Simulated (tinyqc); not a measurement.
Inside a calculation. Method: RKS/LDA (VWN5) in the 6-31g basis, for H3+, spin multiplicity 1. One step of it, computed by the program tinyqc.

Problem. Iteration 2: DIIS coefficients. Solve [B -1; -1 0][c; lambda] = [0; -1] for the coefficients, which sum to one.

B (overlaps of the stored error matrices):
```
                1               2
1   1.0724812e-02  -1.8665170e-04
2  -1.8665170e-04   3.2996953e-06
```

Give: DIIS coefficients.

Solution.

DIIS coefficients: 0.0171  0.9829
